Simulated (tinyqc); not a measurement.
sp3s* tight binding, step by step. Values are carried at full precision from step to step, so a last printed digit may differ when a step is redone from the rounded ones.

sp3s* tight binding, nearest neighbours only: anion (a) at 0, cation (c) at a/4 (1,1,1), orbitals s, px, py, pz, s* on each; k in units of 2 pi/a. With phases e_j = exp(i (pi/2) k.n_j) for n = (1,1,1), (1,-1,-1), (-1,1,-1), (-1,-1,1): g0 = (e1+e2+e3+e4)/4, g1 = (e1+e2-e3-e4)/4, g2 = (e1-e2+e3-e4)/4, g3 = (e1-e2-e3+e4)/4. The diagonal holds the levels Esa, Epa, Exa (s*) and Esc, Epc, Exc. Anion-cation block: <sa|sc> = Vss g0; <sa|xc> = Vsapc g1; <xa|sc> = -Vscpa g1; <xa|xc> = Vxx g0; <xa|yc> = <ya|xc> = Vxy g3, <xa|zc> = <za|xc> = Vxy g2, <ya|zc> = <za|yc> = Vxy g1; <s*a|xc> = Vxapc g1; <xa|s*c> = -Vpaxc g1; y and z take g2 and g3 in place of g1; s-s* and s*-s* vanish.

Constants: hbar^2/2m0 = 3.80998211 eV angstrom^2.

Parameters, chosen for this exercise (near a published set for Si, fitted to gaps, whose masses and valley positions are rough; not measured data): k = (0.15, 0.44, 0.17) 2 pi/a (wave vector); Esa = -4.259 eV (s level of the anion); Epa = 1.735 eV (p level of the anion); Esc = -4.259 eV (s level of the cation); Epc = 1.735 eV (p level of the cation); Exa = 6.738 eV (s* level of the anion); Exc = 6.738 eV (s* level of the cation); Vss = -8.239 eV (s-s); Vxx = 1.733 eV (px-px); Vxy = 4.531 eV (px-py); Vsapc = 5.752 eV (s anion, p cation); Vscpa = 5.752 eV (s cation, p anion); Vxapc = 5.428 eV (s* anion, p cation); Vpaxc = 5.428 eV (p anion, s* cation); a = 5.426 angstrom (lattice constant).

## Phase sums

Form g0 to g3 at this k.

g0, g1, g2, g3: 0.72267-0.03927i  -0.16355+0.17350i  -0.04746+0.59784i  -0.14353+0.19770i

## The Hamiltonian without spin-orbit coupling

Fill in the 10 x 10 matrix.

H(k) (eV), lower triangle (Hermitian):
```
                  sa               xa               ya               za              s*a       sc
sa           -4.2590
xa                 0           1.7350
ya                 0                0           1.7350
za                 0                0                0           1.7350
s*a                0                0                0                0           6.7380
sc   -5.9541-0.3235i   0.9407+0.9980i   0.2730+3.4388i   0.8256+1.1372i                0  -4.2590
xc   -0.9407-0.9980i   1.2524+0.0680i  -0.6503-0.8958i  -0.2151-2.7088i  -0.8878-0.9417i        0
yc   -0.2730-3.4388i  -0.6503-0.8958i   1.2524+0.0680i  -0.7411-0.7861i  -0.2576-3.2451i        0
zc   -0.8256-1.1372i  -0.2151-2.7088i  -0.7411-0.7861i   1.2524+0.0680i  -0.7791-1.0731i        0
s*c                0   0.8878+0.9417i   0.2576+3.2451i   0.7791+1.0731i                0        0

         xc      yc      zc     s*c
xc   1.7350
yc        0  1.7350
zc        0       0  1.7350
s*c       0       0       0  6.7380
```

## Levels at this k

Diagonalise H, which belongs to k = (0.15, 0.44, 0.17) (2 pi/a). Four bands are filled (two electrons each); give the make-up of band 5, the lowest empty one.

levels (eV): -11.3554  -4.2364  -1.4192  -1.2552  1.9805  3.5461  4.7911  4.8900  8.8066  9.6198

weights of band 5: s 0.071, p 0.596, s* 0.333

weight of band 5 on atom a = 0.500

The vertical gap at this k is 3.2356 eV; band 5 is mostly p-like.

## Levels at Gamma

At k = 0 only g0 = 1 is left and H falls into 2 x 2 blocks [[E_a, V], [V, E_c]] with roots (E_a + E_c)/2 -/+ sqrt(((E_a - E_c)/2)^2 + V^2); the s* levels stay uncoupled. The direct gap runs from the highest lower root of the p blocks to the lowest upper root.

Blocks at Gamma (eV):
```
block            E_a      E_c        V  lower root  upper root
s (Gamma1)   -4.2590  -4.2590  -8.2390    -12.4980      3.9800
p (Gamma15)   1.7350   1.7350   1.7330      0.0020      3.4680
```

direct gap at Gamma = 3.4660 eV

The lowest empty level at Gamma is p-like.

## Bands near the gap

Diagonalise at L = (1/2,1/2,1/2), X = (1,0,0), W = (1,1/2,0), K = (3/4,3/4,0) and at the fractions named between them; energies from the top of the valence band at Gamma; 4 bands are filled.

Levels (eV):
```
k        level 2  level 3  level 4  level 5  level 6
L         -7.097   -1.399   -1.399    2.456    2.484
L-G 0.5   -3.926   -0.798   -0.798    2.370    3.935
G          0.000    0.000    0.000    3.466    3.466
G-X 0.2   -0.975   -0.430   -0.430    2.865    3.896
G-X 0.4   -2.887   -1.277   -1.277    1.914    3.967
G-X 0.6   -4.896   -2.072   -2.072    1.292    3.259
G-X 0.7   -5.846   -2.380   -2.380    1.175    2.823
G-X 0.8   -6.738   -2.609   -2.609    1.197    2.382
G-X 0.9   -7.569   -2.750   -2.750    1.348    1.968
X         -8.338   -2.798   -2.798    1.613    1.613
W         -8.338   -2.798   -2.798    1.613    1.613
K         -7.857   -3.006   -2.388    1.597    1.764
K-G 0.5   -4.613   -1.944   -0.864    2.229    3.303
```

On these points the lowest empty level is lowest at G-X 0.7, 1.175 eV above the top.

## Valleys and masses

The lowest conduction level at Gamma, at its minimum on (x,0,0) for x from 0.5 to 1, and at the point L (L, and X where the search ends there, need not be minima in this model; a zero or negative inverse mass shows it). Inverse masses m0/m = (E(+h) + E(-h) - 2 E)/(2 c q^2) with c = hbar^2/2m0, q = h 2 pi/a, h = 0.002; longitudinal along the valley axis ([100] at Gamma and Delta, [111] at L), transverse along [010] or [1-10]. A dash: the next level lies within 0.15 eV, so a single mass has no use there.

Valleys:
```
valley  x (2 pi/a)  E - Ev (eV)  m0/m_l  m0/m_t
Gamma       0.0000       3.4660       -       -
Delta       0.7343       1.1673    1.34    0.59
L           0.5000       2.4564       -       -
```

Of these three the lowest is the Delta line, which makes the gap indirect, 1.1673 eV. At Delta m0/m_t is 0.59. This nearest-neighbour model is fitted to gaps: it places the Delta minimum and the masses at Delta and L only roughly (transverse masses can be several times too heavy), and since its bands are flat from X to W the transverse mass grows too heavy towards X; d orbitals or second neighbours cure this.

## Checks

- Direct gap at Gamma from the blocks against the full matrix: both 3.46600.

Run: tinyqc, `OMP_NUM_THREADS=1 python tinyqc.py 1481005 1481006 out.jsonl`; Intel(R) Xeon(R) Processor @ 2.30GHz, one thread, shared host; about 0.07 s of CPU time with all checks.
